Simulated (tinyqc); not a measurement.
## All-pass ring resonator: effect of the power coupling

A ring of length L = 2 pi Rr coupled to one bus waveguide: round-trip amplitude a = 10^(-al L/20), self-coupling t = sqrt(1 - k2). At detuning d from the resonance the round-trip phase is p = 2 pi d/FSR and the transmission T = (a^2 - 2 a t cos p + t^2)/(1 - 2 a t cos p + a^2 t^2). Lossless coupler, linear absorption only.

FSR = lam^2/(ng L), finesse F = pi sqrt(a t)/(1 - a t), FWHM = FSR/F, Q = lam/FWHM, Tmin = (a - t)^2/(1 - a t)^2, power build-up k2 a^2/(1 - a t)^2, optical bandwidth c/(lam Q).

Parameters, values chosen for the exercise; values close to those of silicon waveguides: cold resonance wavelength lam = 1310 nm; ring radius Rr = 15 um; group index ng = 4.01; propagation loss al = 45 dB/cm.

Constants: c = 299792458 m/s. Results are converted to the units shown.

The same in every row: a = 0.95234.

Effect of the power coupling:
```
k2           t       Q       Tmin  build-up  bandwidth (GHz)
0.012  0.99398   16518    0.60827    3.8186           13.855
0.02   0.98995   15378    0.43180    5.5389           14.882
0.034  0.98285   13704    0.22734    7.5320           16.699
0.058  0.97057   11513   0.057965    9.1831           19.877
0.099  0.94921  8974.1  0.0010657    9.7378           25.501
0.17   0.91104  6377.7   0.097350    8.7992           35.883
0.29   0.84261  4110.1    0.30856    6.7403           55.680
0.49   0.71414  2336.6    0.55449    4.3429           97.941
0.84   0.40000  903.62    0.79607    1.9879           253.26
```

As k2 goes from 0.012 to 0.84, Q falls from 16500 to 904, Tmin goes from 0.608 through a minimum of 0.00107 (at k2 = 0.099 among the rows listed) to 0.796 and the build-up goes from 3.82 through a maximum of 9.74 (at k2 = 0.099 among the rows listed) to 1.99. The ring is overcoupled (t < a) in 5 of the 9 rows; the dip is deepest where t and a cross.

Computed by the program tinyqc: `OMP_NUM_THREADS=1 python tinyqc.py 2650113 2650114 out.jsonl`, one thread of a shared Intel Xeon 2.30GHz, about 0.01 s for the whole run.
